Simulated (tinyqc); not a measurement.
What each parameter does: shallow acceptor in the spherical four-band model.

Units Ry* = Ry/(g1 eps^2) and a* = a0 eps g1; mu = (6 g3 + 4 g2)/(5 g1) is the spherical heavy-light coupling and delta = (g3 - g2)/g1 the cubic term, which is left out.

The ground state 1S3/2 has an L = 0 part f(r) and an L = 2 part g(r). In units of Ry* and a*, with Gaussians f_i = exp(-a_i r^2), g_i = r^2 exp(-a_i r^2), A = a_i + a_j and I(n) = Gamma((n + 1)/2)/(2 A^((n + 1)/2)): S_ff = I(2), S_gg = I(6), H_ff = (6 a_i a_j/A) I(2) - 2 I(1), H_gg = (14 a_i a_j/A) I(6) - 2 I(5), H_fg = -mu [15 I(2) - 20 a_j I(4) + 4 a_j^2 I(6)]; each function is then normalised. The split-off band is left out.

Converged values use 22 exponents 2.2^i, i = -7 to 14, for f and for g.
Constants: Ry = 13.60569312 eV; a0 (Bohr radius) = 0.5291772105 angstrom.

Parameters, chosen for this exercise (near those of a shallow acceptor in Si, where the small spin-orbit splitting and strong warping make this model rough; not measured data):

| symbol | value | unit | meaning |
|---|---|---|---|
| g1 | 4.3 |  | Luttinger gamma1 |
| g2 | 0.34 |  | gamma2 |
| g3 | 1.45 |  | gamma3 |
| eps | 11.7 |  | dielectric constant |

Converged values.

One parameter was then changed.

Results before and after:

| case | mu | Ry* (meV) | binding (meV) | <r> (angstrom) |
|---|---|---|---|---|
| base | 0.468 | 23.11 | 28.92 | 33.0 |
| changed | 0.434 | 21.42 | 25.87 | 36.7 |

Which of these changes was made? (a) eps = 12.6; (b) g2 = 0.29; (c) g1 = 4.64; (d) g3 = 1.33.
Answer: (c) g1 = 4.64. Of the candidates, run in turn, only this one gives the changed row.

All candidates:

| case | mu | Ry* (meV) | binding (meV) | <r> (angstrom) |
|---|---|---|---|---|
| base | 0.468 | 23.11 | 28.92 | 33.0 |
| g1 = 4.64 | 0.434 | 21.42 | 25.87 | 36.7 |
| g2 = 0.29 | 0.459 | 23.11 | 28.63 | 33.3 |
| g3 = 1.33 | 0.434 | 23.11 | 27.93 | 34.0 |
| eps = 12.6 | 0.468 | 19.93 | 24.94 | 35.5 |

g1 acts twice: it lowers Ry* and it lowers mu.

Program tinyqc; command `OMP_NUM_THREADS=1 python tinyqc.py 1250488 1250489 out.jsonl`; about 0.05 s on one thread of a shared Intel(R) Xeon(R) Processor @ 2.30GHz.
